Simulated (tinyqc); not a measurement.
Configuration-coordinate model of carrier capture at a defect, step by step. Values are carried at full precision from step to step, so a last printed digit may differ when a step is redone from the rounded ones.

Two parabolas of equal curvature k in one coordinate Q: with the carrier free at the band edge, U_f = k Q^2/2; with the carrier trapped, U_t = k (Q - dQ)^2/2 - ET. ER = k dQ^2/2, Huang-Rhys factor S = ER/hw, hw = 0.0646541 sqrt(k/M) eV for k in eV/angstrom^2 and M in u. The curves cross at a height Eb = (ER - ET)^2/(4 ER) above the free minimum.

Constants: kB = 8.617333262e-05 eV/K.

Values chosen for the exercise (of the size met at a deep level in GaN; not measured data):

| symbol | value | unit | meaning |
|---|---|---|---|
| ET | 0.93 | eV | thermal depth of the level below the band edge |
| ER | 0.55 | eV | relaxation energy |
| hw | 0.044 | eV | phonon energy of the mode |
| M | 40 | u | mass of the mode |
| T | 200 | K | temperature |
| nu | 1e+13 | 1/s | attempt rate |

## The two parabolas

Form S, k, dQ, the crossing point Qc = (ER - ET)/(k dQ), Eb, and the emission barrier Eb + ET.

S = 12.500
k = 18.5256 eV/angstrom^2
dQ = 0.2437 angstrom
Qc = -0.0842 angstrom

barriers (eV): capture 0.0656, emission 0.9956

ER < ET: the crossing lies on the far side of the free minimum (the inverted case), where tunnelling between vibrational states can matter much if Eb is well above hw.

## Optical transitions

Vertical ionisation from the trapped minimum costs ET + ER; vertical capture from the free minimum releases ET - ER (none if negative); the band has a standard deviation sqrt(S hw^2 coth(hw/2kT)) with S = ER/hw, and a full width 2.35482 times that.

energies (eV): ionisation peak 1.480, zero-phonon 0.930, emission peak 0.380

coth(hw/2kT) = 1.1688
standard deviation = 0.1682 eV
full width = 0.3960 eV

Radiative capture would peak at 0.380 eV. The optical peak exceeds the thermal depth by a factor 1.59.

## The multiphonon factor

Multiphonon factor for giving p = ET/hw phonons to the lattice: W = exp(-S (2 nb + 1)) ((nb + 1)/nb)^(p/2) I_p(x), nb = 1/(exp(hw/kT) - 1), x = 2 S sqrt(nb (nb + 1)), I_p the modified Bessel function. Classical limit: W = hw exp(-Eb/kT)/sqrt(4 pi ER kT). At T = 0: exp(-S) S^p/Gamma(p + 1).

Form p, nb, x and ln W, the classical ln W, and the capture time 1/(nu W).

p, nb, x: 21.1364  0.0844  7.5642

ln W: quantum -4.674, classical -5.868

capture time = 1.07e-11 s

The quantum factor is 3.3 times the classical one at kT/hw = 0.39: nuclear tunnelling rules.

## Emission by detailed balance

For equal degeneracies and one band-edge state, emission time = capture time x exp(ET/kT).

ET/kT = 53.961
log10 of the emission time in s = 12.46

## Checks

- Ln W for the nearest whole p against the double Poisson sum over emitted and absorbed phonons: both -4.60707.

(tinyqc, `OMP_NUM_THREADS=1 python tinyqc.py 1451045 1451046 out.jsonl`, Intel(R) Xeon(R) Processor @ 2.30GHz, 1 thread, shared host, about 0.01 s.)
